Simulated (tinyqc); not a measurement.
Low-temperature mobility of a two-dimensional electron gas with static screening: one step, computed by the program tinyqc.

One subband is filled, the gas is degenerate and scatters at the Fermi circle; one permittivity serves on both sides of the interface. All formulas are in SI units, masses times m_0. Piezoelectric and polar phonons are left out, and n_s is taken as set by a gate, independent of N_i.

Task: Remote charges. Form factors with u = q/b: screening G(q) = [1 + 9u/8 + 3u^2/8]/(1 + u)^3, remote charge P(q) = exp(-q d)/(1 + u)^3. Dielectric function eps(q) = 1 + q_TF G(q)/q, with q = 2 k_F sin(theta/2). Remote charges: <|U|^2> = N_i [e^2 P(q)/(2 eps eps_0 q)]^2. 1/tau_t = (m/(pi hbar^3)) int_0^pi (1 - cos theta) <|U|^2>/eps(q)^2 dtheta; the quantum rate 1/tau_q drops the factor (1 - cos theta); 200 Gauss-Legendre points in s with theta = pi s^2, s from 0 to 1; mu = e tau_t/m.

Inputs (values chosen for the exercise, modelled on a silicon inversion layer): in-plane mass m = 0.194 m_0; permittivity eps = 11.8; roughness height Delta = 0.65 nm; correlation length Lambda = 1 nm; remote charge density N_i = 4.2e+10 1/cm^2; distance d of the charges from the interface = 0.32 nm; temperature T = 60 K.

Wave function: Fang-Howard. Roughness spectrum: Gaussian.

k_F = 0.3219822 1/nm

b = 1.365704 1/nm

q_TF = 1.242735 1/nm

effective field F = 0.2570122 MV/cm

Constants: m_0 = 9.1093837015e-31 kg; hbar = 1.054571817e-34 J s; e = 1.602176634e-19 C; eps_0 = 8.8541878128e-12 F/m.

Give: tau_t, charges; tau_q, charges; remote-charge mobility; tau_t/tau_q, charges.

Result:

tau_t, charges = 14.55 ps

tau_q, charges = 6.287 ps

remote-charge mobility = 1.319e+05 cm^2/(V s)

tau_t/tau_q, charges = 2.315

Caution: k_B T exceeds a quarter of E_F, so scattering at the Fermi circle alone and zero-temperature screening are rough.
